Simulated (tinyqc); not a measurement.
# Trench capacitor in an array: capacitance, non-linearity, leakage and relaxation: several studies

A film between two metal electrodes, each interface adding a series capacitance ci. The small-signal permittivity is ek (1 + aq E^2); the field is found with the linear permittivity. Leakage J = J0 sinh(E/Ef). After a voltage step the film passes a relaxation current kr C V tt^(-nr), tt being the time in seconds. The sidewall is a coaxial capacitor with radii a = dm/2 - t and b = dm/2, depth AR dm; the end face is left out.

Parameters, values chosen for the exercise; permittivity of the order of that of strontium titanate: relative permittivity of the film ek = 152; film thickness t = 14 nm; capacitance of each electrode interface (dead layer and screening) ci = 1000 uF/cm^2; quadratic field coefficient of the permittivity aq = -0.065 cm^2/MV^2; bias V = 0.5 V; exponent of the relaxation current nr = 0.955; strength of the relaxation kr = 0.00076; leakage prefactor J0 = 7.1e-11 A/cm^2; field for an e-fold rise of the leakage Ef = 0.24 MV/cm; aspect ratio, depth over diameter AR = 10; pitch of the square array pt = 190 nm; resistivity of the inner electrode rho = 1100 uohm cm; duration of the write pulse t0 = 1e-8 s.

Constants: eps0 = 8.8541878128e-14 F/cm where lengths are in cm. Results are converted to the units shown.

Each table varies one quantity; the others keep the values above.

## Capacitance, non-linearity and leakage against thickness

Planar film: Cf = eps0 ek/t, 1/C = 1/Cf + 2/ci, EOT = 3.9 eps0/C, effective permittivity C t/eps0, E = (V/t) C/Cf; quadratic coefficient [C(V)/C - 1]/V^2 with Cf (1 + aq E^2) in C(V).

Capacitance, non-linearity and leakage against thickness:
```
t (nm)  C (uF/cm^2)  EOT (nm)  effective permittivity  E (MV/cm)  quadratic coefficient (ppm/V^2)  J (A/cm^2)
2.6           46.91   0.07362                   137.7      1.743                         -7.290e5    5.055e-8
3.8           33.07    0.1044                   141.9      1.229                         -3.690e5    5.939e-9
5.6           22.93    0.1506                   145.0     0.8519                         -1.804e5    1.234e-9
8.4           15.52    0.2224                   147.3     0.5768                         -8.386e4   3.893e-10
12            10.97    0.3148                   148.7     0.4075                         -4.224e4   1.874e-10
18            7.367    0.4687                   149.8     0.2737                         -1.919e4   9.969e-11
27            4.935    0.6997                   150.5     0.1834                            -8655   5.968e-11
40            3.342     1.033                   151.0     0.1242                            -3982   3.839e-11
60            2.233     1.546                   151.3    0.08296                            -1781   2.503e-11
```

What does the table show?

C falls from 46.9 to 2.23 uF/cm^2 while the effective permittivity goes from 138 to 151 (ek = 152). EOT is a straight line in t with slope 3.9/ek = 0.0257 and intercept 0.00691 nm. The quadratic coefficient goes as t^(-1.79) between the first two rows and t^(-1.98) between the last two (-2 without interfaces), and J falls by 3.31 decades. For t = 2.6, 3.8 direct tunnelling, left out, would add to the leakage.

## Cell against the diameter of the hole

Per length 1/c = ln(b/a)/(2 pi eps0 ek) + (1/a + 1/b)/(2 pi ci); cell capacitance c AR dm; per footprint over pt^2; fields c V/(2 pi eps0 ek r) at r = a and b; resistance of the inner electrode rho AR dm/(pi a^2); time constant R C/3 of the distributed line. The pitch is scaled as pt dm/(120 nm).

Result of one run:
```
dm (nm)  cell capacitance (fF)  per footprint (uF/cm^2)  field at a (MV/cm)  field at b (MV/cm)  R (kohm)  R C/3 (ps)
49                       4.787                    79.53              0.5501              0.2358     15.56       24.83
```

What becomes of these results when the diameter of the hole dm is changed from 49 to 36 nm, all else the same?

Result of the changed run:
```
dm (nm)  cell capacitance (fF)  per footprint (uF/cm^2)  field at a (MV/cm)  field at b (MV/cm)  R (kohm)  R C/3 (ps)
36                       1.970                    60.64              0.8090              0.1798     78.78       51.74
```

The whole series:
```
dm (nm)  cell capacitance (fF)  per footprint (uF/cm^2)  field at a (MV/cm)  field at b (MV/cm)  R (kohm)  R C/3 (ps)
36                       1.970                    60.64              0.8090              0.1798     78.78       51.74
49                       4.787                    79.53              0.5501              0.2358     15.56       24.83
65                       9.561                    90.27              0.4701              0.2676     6.650       21.19
87                       18.58                    97.90              0.4280              0.2902     3.500       21.68
120                      37.46                    103.8              0.4013              0.3076     1.986       24.80
160                      69.00                    107.5              0.3863              0.3187     1.286       29.58
210                      121.7                    110.1              0.3767              0.3265    0.8879       36.03
280                      220.5                    112.2              0.3695              0.3326    0.6175       45.38
```

As dm goes from 36 to 280, the cell capacitance rises from 1.97 to 220 fF, the capacitance per footprint rises from 60.6 to 112 uF/cm^2, the ratio of the two fields falls from 4.50 to 1.11 and R C/3 goes from 51.7 through a minimum of 21.2 (at dm = 65 among the rows listed) to 45.4 ps; the time constant goes as dm^(-2.38) between the first two rows and dm^(0.80) between the last two.

## Charge lost after writing

Planar film: Cf = eps0 ek/t, 1/C = 1/Cf + 2/ci, EOT = 3.9 eps0/C, effective permittivity C t/eps0, E = (V/t) C/Cf. A capacitor written for t0 and then left open loses, as a share of C V, kr (tt^(1 - nr) - t0^(1 - nr))/(1 - nr) by relaxation and J tt/(C V) by leakage; both are taken as small, and rows far outside that range are left out.

The same in every row: leakage current (nA/cm^2) = 0.1446.

Results:
```
tt (s)  relaxation current (nA/cm^2)  loss by relaxation (%)  loss by leakage (%)  total loss (%)
1e-6                         1.925e6                  0.1698             3.067e-9          0.1698
1e-5                         2.135e5                  0.2688             3.067e-8          0.2688
0.0001                       2.368e4                  0.3786             3.067e-7          0.3786
0.001                           2626                  0.5004             3.067e-6          0.5004
0.1                            32.31                  0.7854             3.067e-4          0.7857
1                              3.584                  0.9517             0.003067          0.9547
10                            0.3975                   1.136              0.03067           1.167
100                          0.04409                   1.341               0.3067           1.647
1000                        0.004891                   1.567                3.067           4.634
```

Estimate the missing row, tt = 0.01 s.

Computed row:
```
tt (s)  relaxation current (nA/cm^2)  loss by relaxation (%)  loss by leakage (%)  total loss (%)
0.01                           291.3                  0.6356             3.067e-5          0.6356
```

With this row back in the table: The two currents are equal at tt = 28.8 s. The loss by relaxation grows from 0.170 to 1.57 %, by 0.0990 points over the first decade and 0.227 over the last, while the loss by leakage grows tenfold a decade. Leakage is the larger loss for tt = 1000 s.

Computed by the program tinyqc: `OMP_NUM_THREADS=1 python tinyqc.py 2102035 2102036 out.jsonl`, one thread of a shared Intel Xeon 2.30GHz, about 0.01 s for the whole run.
